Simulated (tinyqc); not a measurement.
An infinitely deep well in a field (quantum-confined Stark shift), Airy functions: two steps of the calculation.

Hard walls at x = -L/2 and +L/2; between them U(x) = -F x (eV, zero at the centre). C = hbar^2/(2 m0), e = (C F^2/m1)^(1/3), z1 = (F L/2 - E)/e at the left wall and z2 = (-F L/2 - E)/e at the right wall. Levels are the roots of D(E) = Ai(z1) Bi(z2) - Ai(z2) Bi(z1).

Values chosen for this exercise: mass m1 = 0.38 m0; well width L = 12.2 nm; field F = 0.0019 V/nm; level sought n = 2.

Constants: q = 1.602176634e-19 C, hbar = 1.054571817e-34 J s, m0 = 9.1093837015e-31 kg, hbar^2/(2 m0) = 0.0380998212 eV nm^2. Results are converted to the units shown.

Question 1. Level without field and second-order shift. E_n(0) = C (n pi/L)^2/m1; second-order shift m1 F^2 L^4 (1 - 15/(pi n)^2)/(48 C pi^2 n^2).

Wanted: E_n(0); second-order shift; F L/E_1(0).

Answer 1.

E_n(0) = 0.02659 eV
second-order shift = 0.2610 meV
F L/E_1(0) = 3.487

Question 2. Secant step for the level. Secant step from the last two trial energies, E_a the older and E_b the newer: next = E_b - D(E_b) (E_b - E_a)/(D(E_b) - D(E_a)).

first trial energy = 0.0266 eV
second trial energy = 0.0263 eV

Find: D(E_a); D(E_b); third trial energy.

Answer 2.

D(E_a) = 0.0048141
D(E_b) = 0.011042
third trial energy = 0.026832 eV

Computed by the program tinyqc: `OMP_NUM_THREADS=1 python tinyqc.py 2580003 2580004 out.jsonl`, one thread of a shared Intel Xeon 2.30GHz, about 0.02 s for the whole run.
